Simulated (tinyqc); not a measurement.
Charge neutrality level from zone-averaged pseudopotential bands: one step. The neutrality level. Five cases, with inputs chosen for the exercise.

Task: Energies are counted from the valence top at Gamma. E_N = (1/2) weighted mean of [E5 + (E3 + E4)/2]. Compare with half the smallest indirect gap, min(Delta/X, L)/2, and give the barrier for electrons in the limit of full pinning, min(gaps) - E_N.

Case 1.

Levels (eV):
```
kx,ky,kz,weight,E3,E4,E5,E6
0.166667,0.166667,0.166667,2,-0.376210,-0.376210,1.938561,4.071377
0.500000,0.166667,0.166667,6,-1.873856,-1.542893,2.277154,4.113431
0.500000,0.500000,0.166667,6,-2.845172,-1.169039,2.469305,4.339659
0.500000,0.500000,0.500000,1,-1.103344,-1.103344,0.954136,4.182674
0.833333,0.166667,0.166667,6,-3.242608,-2.304606,1.462007,3.062823
0.833333,0.500000,0.166667,6,-3.625847,-2.437812,3.691388,3.823129
```

gaps to Gamma, Delta/X, L (eV): 1.317993  0.981673  0.954136

Case 2.

Levels (eV):
```
kx,ky,kz,weight,E3,E4,E5,E6
0.166667,0.166667,0.166667,2,-0.209458,-0.209458,1.806466,4.766357
0.500000,0.166667,0.166667,6,-1.194935,-0.983541,2.885144,4.203899
0.500000,0.500000,0.166667,6,-1.918961,-0.740012,2.806475,4.866352
0.500000,0.500000,0.500000,1,-0.707463,-0.707463,1.435069,4.979846
0.833333,0.166667,0.166667,6,-2.202823,-1.549299,2.459241,3.790724
0.833333,0.500000,0.166667,6,-2.526137,-1.590311,3.983310,4.453269
```

gaps to Gamma, Delta/X, L (eV): 0.306257  2.032879  1.435069

Case 3.

Levels (eV):
```
kx,ky,kz,weight,E3,E4,E5,E6
0.166667,0.166667,0.166667,2,-0.214553,-0.214553,2.010000,4.591741
0.500000,0.166667,0.166667,6,-1.174189,-0.977091,2.878646,4.073893
0.500000,0.500000,0.166667,6,-1.873599,-0.739430,2.835664,4.677974
0.500000,0.500000,0.500000,1,-0.705212,-0.705212,1.545777,4.755550
0.833333,0.166667,0.166667,6,-2.161067,-1.531031,2.377367,3.617774
0.833333,0.500000,0.166667,6,-2.459340,-1.571937,3.882111,4.317865
```

gaps to Gamma, Delta/X, L (eV): 0.762085  1.988036  1.545777

Case 4.

Levels (eV):
```
kx,ky,kz,weight,E3,E4,E5,E6
0.125000,0.125000,0.125000,2,-0.293500,-0.293500,3.028081,3.784521
0.375000,0.125000,0.125000,6,-1.399048,-1.316099,2.520493,4.514571
0.375000,0.375000,0.125000,6,-2.489354,-0.820358,3.182189,4.320987
0.375000,0.375000,0.375000,2,-1.184706,-1.184706,1.926392,4.017706
0.625000,0.125000,0.125000,6,-2.882659,-2.392600,1.534947,3.088133
0.625000,0.375000,0.125000,12,-3.584234,-2.083475,3.220077,3.973744
0.625000,0.375000,0.375000,6,-2.460935,-1.699726,2.490922,3.949979
0.625000,0.625000,0.125000,6,-4.301169,-2.043909,2.044764,5.918658
0.875000,0.125000,0.125000,6,-3.720836,-2.907942,0.986951,2.139058
0.875000,0.375000,0.125000,12,-4.380410,-3.202241,2.615327,4.610442
```

gaps to Gamma, Delta/X, L (eV): 3.302836  0.658030  1.778557

Case 5.

Levels (eV):
```
kx,ky,kz,weight,E3,E4,E5,E6
0.125000,0.125000,0.125000,2,-0.289839,-0.289839,3.047677,3.829332
0.375000,0.125000,0.125000,6,-1.384402,-1.307419,2.564032,4.526712
0.375000,0.375000,0.125000,6,-2.468689,-0.815432,3.198540,4.367153
0.375000,0.375000,0.375000,2,-1.176442,-1.176442,1.932414,4.079282
0.625000,0.125000,0.125000,6,-2.857468,-2.372398,1.588934,3.150316
0.625000,0.375000,0.125000,12,-3.557063,-2.063876,3.267437,4.017502
0.625000,0.375000,0.375000,6,-2.446642,-1.686360,2.523691,3.990618
0.625000,0.625000,0.125000,6,-4.267269,-2.027532,2.101048,5.947745
0.875000,0.125000,0.125000,6,-3.687456,-2.885667,1.048234,2.194906
0.875000,0.375000,0.125000,12,-4.341313,-3.171683,2.668333,4.660976
```

gaps to Gamma, Delta/X, L (eV): 3.351391  0.717704  1.782996

Give: mean of E5; mean of (E3 + E4)/2; E_N; half the indirect gap; pinned barrier for electrons.

Result:

Case 1.

mean of E5 = 2.3789 eV
mean of (E3 + E4)/2 = -2.1845 eV
E_N = 0.0972 eV
half the indirect gap = 0.4771 eV
pinned barrier for electrons = 0.8569 eV

E_N lies at 10 % of the gap from the valence top, so pinned contacts have the lower barrier for holes. The two estimates differ by 0.38 eV; both rules are good to a few tenths of an eV only, so a position within that distance of a band edge or of mid-gap is not settled. Local form factors place the indirect gaps only to a few tenths of an eV, and E_N moves with them. Spin-orbit coupling, left out, would lift the valence top by a third of its splitting.

Case 2.

mean of E5 = 2.8834 eV
mean of (E3 + E4)/2 = -1.4535 eV
E_N = 0.7150 eV
half the indirect gap = 0.7175 eV
pinned barrier for electrons = -0.4087 eV

E_N lies above the conduction edge by 0.409 eV, since the narrow lowest valley has little weight in the zone mean; surfaces then accumulate electrons. The two estimates differ by 0.00 eV; both rules are good to a few tenths of an eV only, so a position within that distance of a band edge or of mid-gap is not settled. Local form factors place the indirect gaps only to a few tenths of an eV, and E_N moves with them. Spin-orbit coupling, left out, would lift the valence top by a third of its splitting.

Case 3.

mean of E5 = 2.8670 eV
mean of (E3 + E4)/2 = -1.4295 eV
E_N = 0.7187 eV
half the indirect gap = 0.7729 eV
pinned barrier for electrons = 0.0434 eV

E_N lies at 94 % of the gap from the valence top, so pinned contacts have the lower barrier for electrons. The two estimates differ by 0.05 eV; both rules are good to a few tenths of an eV only, so a position within that distance of a band edge or of mid-gap is not settled. Local form factors place the indirect gaps only to a few tenths of an eV, and E_N moves with them. Spin-orbit coupling, left out, would lift the valence top by a third of its splitting.

Case 4.

mean of E5 = 2.4452 eV
mean of (E3 + E4)/2 = -2.6213 eV
E_N = -0.0880 eV
half the indirect gap = 0.3290 eV
pinned barrier for electrons = 0.7461 eV

E_N lies below the valence top by 0.088 eV. The two estimates differ by 0.42 eV; both rules are good to a few tenths of an eV only, so a position within that distance of a band edge or of mid-gap is not settled. Local form factors place the indirect gaps only to a few tenths of an eV, and E_N moves with them. Spin-orbit coupling, left out, would lift the valence top by a third of its splitting.

Case 5.

mean of E5 = 2.4896 eV
mean of (E3 + E4)/2 = -2.5993 eV
E_N = -0.0548 eV
half the indirect gap = 0.3589 eV
pinned barrier for electrons = 0.7725 eV

E_N lies below the valence top by 0.055 eV. The two estimates differ by 0.41 eV; both rules are good to a few tenths of an eV only, so a position within that distance of a band edge or of mid-gap is not settled. Local form factors place the indirect gaps only to a few tenths of an eV, and E_N moves with them. Spin-orbit coupling, left out, would lift the valence top by a third of its splitting.

Computed by tinyqc, one run a case: `OMP_NUM_THREADS=1 python tinyqc.py N N+1 out.jsonl` with N = 1850978, 1851017, 1851047, 1851071, 1851084; one thread of a shared Intel(R) Xeon(R) Processor @ 2.30GHz, about 0.1 s a run at most.
